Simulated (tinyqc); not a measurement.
Holstein polaron on two sites: one step, computed by the program tinyqc.

One electron on sites 1 and 2: H = -t (c1+ c2 + c2+ c1) + hbar omega sum_i b_i+ b_i - g hbar omega sum_i n_i (b_i + b_i+). The symmetric phonon shifts the energy by -g^2 hbar omega/2 and drops out; with b = (b_1 - b_2)/sqrt(2) there remains H = -t sigma_x + hbar omega b+ b - (g hbar omega/sqrt(2)) sigma_z (b + b+). Parity splits it into blocks p = +1 and -1 over phonon numbers n. Zero-point energies are left out. Weights Z refer to mode b alone; the displaced symmetric mode multiplies the full zero-phonon weight by exp(-g^2/2).

Problem. Levels in the small basis. Diagonalise H; the eigenvector has its largest component positive; Z is the weight of n = 0.

H, even block (meV), lower triangle (symmetric):
```
          1         2         3         4
1  -17.1316
2  -12.5083   86.2684
3    0.0000  -17.6894  129.6684
4    0.0000    0.0000  -21.6650  233.0684
```

Give: levels; lowest eigenvector; Z in the small basis.

Solution.

levels (meV): -18.65  81.00  132.02  237.51

lowest eigenvector: 0.99257  0.12079  0.01459  0.00126

Z in the small basis = 0.98520
